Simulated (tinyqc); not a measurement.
Inside a calculation. Method: plane-wave Kohn-Sham cycle with exchange-only LDA in a layered model solid. Computed by tinyqc, a small Python program that keeps every step. Settings: points = 16, plane-wave index or count = 2, electrons = 2, k points = 1, area = 23.0, mixing = 0.1, iteration cap = 50, Pulay depth = 3. Command: `OMP_NUM_THREADS=1 python tinyqc.py 22770 22771 out.jsonl` (the two numbers bound the seeds that draw the settings). One thread of a shared host (Intel(R) Xeon(R) Processor @ 2.60GHz), about 0.01 s of CPU time with the checks. Later iterations appear only in the table of the cycle.

## Iteration 1: potential

A solid whose potential varies along x alone (atomic units):
```
parameter                      value
period a                   11.400000
cross-section of the cell  23.000000
electrons per cell                 2
grid points                       16
plane waves -n..n, n               2
k points                           1
V1 in V1 cos(2 pi x/a)     -0.120000
```

density at the start, on the grid x_j = j a/N (e/bohr^3): [0.00762777, 0.00762777, 0.00762777, 0.00762777, 0.00762777, 0.00762777, 0.00762777, 0.00762777, 0.00762777, 0.00762777, 0.00762777, 0.00762777, 0.00762777, 0.00762777, 0.00762777, 0.00762777]

V_H(G) = 4 pi rho(G)/G^2 for G != 0 (uniform background); v_x = -(3 rho/pi)^(1/3); V = V_ext + V_H + v_x; Fourier components f(G_m) = (1/N) sum_j f(x_j) exp(-i G_m x_j).

Potentials on the grid (hartree):
```
x              V_ext       V_H        v_x          V
0.000000   -0.120000  0.000000  -0.193846  -0.313846
0.712500   -0.110866  0.000000  -0.193846  -0.304711
1.425000   -0.084853  0.000000  -0.193846  -0.278699
2.137500   -0.045922  0.000000  -0.193846  -0.239768
2.850000           0  0.000000  -0.193846  -0.193846
3.562500    0.045922  0.000000  -0.193846  -0.147924
4.275000    0.084853  0.000000  -0.193846  -0.108993
4.987500    0.110866  0.000000  -0.193846  -0.082980
5.700000    0.120000  0.000000  -0.193846  -0.073846
6.412500    0.110866  0.000000  -0.193846  -0.082980
7.125000    0.084853  0.000000  -0.193846  -0.108993
7.837500    0.045922  0.000000  -0.193846  -0.147924
8.550000           0  0.000000  -0.193846  -0.193846
9.262500   -0.045922  0.000000  -0.193846  -0.239768
9.975000   -0.084853  0.000000  -0.193846  -0.278699
10.687500  -0.110866  0.000000  -0.193846  -0.304711
```

V(G_m), m = 0, 1, 2, ... (hartree): [-0.193846, -0.060000, 0.000000, 0.000000, 0.000000]

## Iteration 1: Hamiltonian at one k

k = 0.000000 2 pi / a

H(m,m') = (k + G_m)^2/2 delta + V(G_m - G_m'), with V(-G) = V(G).

H (hartree), order -2, -1, +0, +1, +2:
$$\begin{pmatrix}
0.413701 & -0.060000 & 0.000000 & 0.000000 & 0.000000 \\
-0.060000 & -0.041959 & -0.060000 & 0.000000 & 0.000000 \\
0.000000 & -0.060000 & -0.193846 & -0.060000 & 0.000000 \\
0.000000 & 0.000000 & -0.060000 & -0.041959 & -0.060000 \\
0.000000 & 0.000000 & 0.000000 & -0.060000 & 0.413701
\end{pmatrix}$$

## Iteration 1: levels at that k

Diagonalise the Hermitian matrix.

eigenvalues (hartree): [-0.232724, -0.049727, -0.011047, 0.421470, 0.421667]

## Iteration 1: new density

Motion across x is left out: the lowest 1 band(s) hold two electrons at each of the k points (j + 1/2)/nk - 1/2. Residual R = rho(out) - rho(in); rho(new) = rho(in) + 0.1 R. rho(out) = 2/(a A nk) sum |psi|^2 with psi = sum c exp(i G x). Harris energy E = band energy - dV sum rho (V_H/2 + v_x) + (3/4) dV sum rho v_x with rho(in), dV = a A/N, band energy = (2/nk) sum of the filled levels.

rho(out) (e/bohr^3): [0.01836618, 0.01695489, 0.01338477, 0.00914699, 0.00556048, 0.00316886, 0.00184799, 0.00124032, 0.00106945, 0.00124032, 0.00184799, 0.00316886, 0.00556048, 0.00914699, 0.01338477, 0.01695489]

density after iteration 1 (e/bohr^3): [0.00870161, 0.00856048, 0.00820347, 0.00777969, 0.00742104, 0.00718187, 0.00704979, 0.00698902, 0.00697193, 0.00698902, 0.00704979, 0.00718187, 0.00742104, 0.00777969, 0.00820347, 0.00856048]

energy per cell = -0.36852424 hartree

## Iteration 2: potential

As before.

Potentials on the grid (hartree):
```
x              V_ext        V_H        v_x          V
0.000000   -0.120000   0.037027  -0.202546  -0.285519
0.712500   -0.110866   0.033679  -0.201445  -0.278632
1.425000   -0.084853   0.024497  -0.198605  -0.258960
2.137500   -0.045922   0.011678  -0.195124  -0.229368
2.850000           0  -0.002147  -0.192078  -0.194225
3.562500    0.045922  -0.014719  -0.189992  -0.158789
4.275000    0.084853  -0.024503  -0.188820  -0.128471
4.987500    0.110866  -0.030638  -0.188276  -0.108049
5.700000    0.120000  -0.032721  -0.188123  -0.100844
6.412500    0.110866  -0.030638  -0.188276  -0.108049
7.125000    0.084853  -0.024503  -0.188820  -0.128471
7.837500    0.045922  -0.014719  -0.189992  -0.158789
8.550000           0  -0.002147  -0.192078  -0.194225
9.262500   -0.045922   0.011678  -0.195124  -0.229368
9.975000   -0.084853   0.024497  -0.198605  -0.258960
10.687500  -0.110866   0.033679  -0.201445  -0.278632
```

V(G_m), m = 0, 1, 2, ... (hartree): [-0.193710, -0.046152, 0.000261, -0.000018, 0.000003]

## Iteration 2: Hamiltonian at one k

k = 0.000000 2 pi / a

As before.

H (hartree), order -2, -1, +0, +1, +2:
$$\begin{pmatrix}
0.413838 & -0.046152 & 0.000261 & -0.000018 & 0.000003 \\
-0.046152 & -0.041823 & -0.046152 & 0.000261 & -0.000018 \\
0.000261 & -0.046152 & -0.193710 & -0.046152 & 0.000261 \\
-0.000018 & 0.000261 & -0.046152 & -0.041823 & -0.046152 \\
0.000003 & -0.000018 & 0.000261 & -0.046152 & 0.413838
\end{pmatrix}$$

## Iteration 2: levels at that k

As before.

eigenvalues (hartree): [-0.218266, -0.046705, -0.021717, 0.418456, 0.418553]

## Iteration 2: new density

B (overlaps of the stored error matrices):
$$\begin{pmatrix}
5.9993930e-04 & 4.5140110e-04 \\
4.5140110e-04 & 3.4054300e-04
\end{pmatrix}$$

Motion across x is left out: the lowest 1 band(s) hold two electrons at each of the k points (j + 1/2)/nk - 1/2. Residual R = rho(out) - rho(in); rho(new) = rho(in) + 0.1 R; Pulay mixing then takes sum c_i of the stored mixed densities, with c from B_ij = sum R_i R_j as in DIIS. rho(out) = 2/(a A nk) sum |psi|^2 with psi = sum c exp(i G x). Harris energy E = band energy - dV sum rho (V_H/2 + v_x) + (3/4) dV sum rho v_x with rho(in), dV = a A/N, band energy = (2/nk) sum of the filled levels.

rho(out) (e/bohr^3): [0.01646560, 0.01539998, 0.01264931, 0.00924660, 0.00617847, 0.00395248, 0.00259656, 0.00191200, 0.00170786, 0.00191200, 0.00259656, 0.00395248, 0.00617847, 0.00924660, 0.01264931, 0.01539998]

DIIS coefficients: [-2.942085, 3.942085]

density after iteration 2 (e/bohr^3): [0.01176224, 0.01125667, 0.00995605, 0.00835796, 0.00693121, 0.00590882, 0.00529429, 0.00498762, 0.00489679, 0.00498762, 0.00529429, 0.00590882, 0.00693121, 0.00835796, 0.00995605, 0.01125667]

energy per cell = -0.34141647 hartree

## Convergence

Stop when sqrt(dV sum R^2) is below 1e-8, dV = a A/N.

Course of the cycle:
```
iteration  E (hartree)  norm of the residual
1          -0.36852424              9.92e-02
2          -0.34141647              7.47e-02
3          -0.31593206              2.95e-02
4          -0.31324460              1.15e-02
5          -0.31309306              1.00e-02
6          -0.31272925              1.48e-03
7          -0.31272332              1.27e-05
8          -0.31272332              1.07e-05
9          -0.31272332              9.16e-06
10         -0.31272332              8.83e-07
11         -0.31272332              5.92e-07
12         -0.31272332              3.67e-08
13         -0.31272332              2.91e-08
14         -0.31272332              1.06e-08
15         -0.31272332              7.17e-09
```

Converged in 15 iterations. Before convergence this energy mixes input and output and is not variational, so it may rise towards its limit.
